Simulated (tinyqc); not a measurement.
Raising U: Hubbard chain of 6 sites, mean field against exact. Computed by the program tinyqc. Collinear unrestricted mean field (the lowest of 40 random starts) against exact diagonalisation.

one-body matrix (hopping and site energies) (eV):
```
         1        2        3        4        5        6
1   0.0000  -1.7300   0.0000   0.0000   0.0000   0.0000
2  -1.7300   0.0000  -1.7300   0.0000   0.0000   0.0000
3   0.0000  -1.7300   0.0000  -1.7300   0.0000   0.0000
4   0.0000   0.0000  -1.7300   0.0000  -1.7300   0.0000
5   0.0000   0.0000   0.0000  -1.7300   0.0000  -1.7300
6   0.0000   0.0000   0.0000   0.0000  -1.7300   0.0000
```

electrons, up and down: 3  2

Exact and mean-field results (eV):
```
U            U/t     E exact  E mean field  mean |n_up - n_down|  double occupancy, exact  first gap in the sector
0.8600    0.4971  -10.502786    -10.463293                0.1667                   0.1498                   1.3592
1.7300    1.0000   -9.764462     -9.607292                0.1690                   0.1332                   1.2954
3.4600    2.0000   -8.542274     -7.964325                0.2566                   0.1031                   1.1400
5.1900    3.0000   -7.605175     -6.544727                0.4205                   0.0785                   0.9884
6.9200    4.0000   -6.892941     -5.508638                0.5689                   0.0597                   0.8570
10.3800   6.0000   -5.927333     -4.306069                0.7113                   0.0359                   0.6594
13.8400   8.0000   -5.328764     -3.783686                0.7941                   0.0231                   0.5273
20.7600  12.0000   -4.651075     -3.382238                0.8229                   0.0115                   0.3710
34.6000  20.0000   -4.059199     -3.148270                0.8296                   0.0044                   0.2299
```

What does the comparison show, and why?

In absolute terms mean field is worst at U/t = 6.0, 1.621 eV too high: at small U it is nearly exact, and at large U it still misses the motion of the hole through a fluctuating spin background. Relative to the exact energy its error is 0.4 % at the smallest U, 29 % at most and 22 % at the largest. The double occupancy falls from 0.150 to 0.004.
